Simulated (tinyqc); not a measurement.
Switching kinetics of a ferroelectric film and the memory window of a ferroelectric gate stack: one step, computed by the program tinyqc.

Fields in MV/cm; 1 microcoulomb/cm^2 over eps_0 is 11.29409 MV/cm. In the stack (metal, ferroelectric, interlayer, channel) the channel is taken as a conductor.

Problem. The hysteresis loop. Saturated branches: P(E) = P_s tanh[(E -/+ E_c)/(2 delta)], delta = E_c/ln[(1 + P_r/P_s)/(1 - P_r/P_s)]; D = P + eps_0 eps_F E.

Inputs (values chosen for the exercise, for a model film): saturation polarisation P_s = 16 microcoulomb/cm^2; ratio P_r/P_s = 0.84; coercive field E_c = 0.63 MV/cm; permittivity of the ferroelectric eps_F = 27.

Give: delta; P on both branches (microcoulomb/cm^2) at E/E_c = -3, -2, -1, -0.5, 0, 0.5, 1, 1.5, 2, 3; peak differential permittivity eps_F + P_s/(2 delta eps_0).

Solution.

delta = 0.2579 MV/cm

P on both branches (microcoulomb/cm^2) at E/E_c = -3, -2, -1, -0.5, 0, 0.5, 1, 1.5, 2, 3:
```
E (MV/cm)  rising branch  falling branch
-1.890            -16.00          -15.76
-1.260            -15.98          -13.44
-0.630            -15.76            0.00
-0.315            -15.20            8.71
0.000             -13.44           13.44
0.315              -8.71           15.20
0.630               0.00           15.76
0.945               8.71           15.93
1.260              13.44           15.98
1.890              15.76           16.00
```

peak differential permittivity eps_F + P_s/(2 delta eps_0) = 377.3
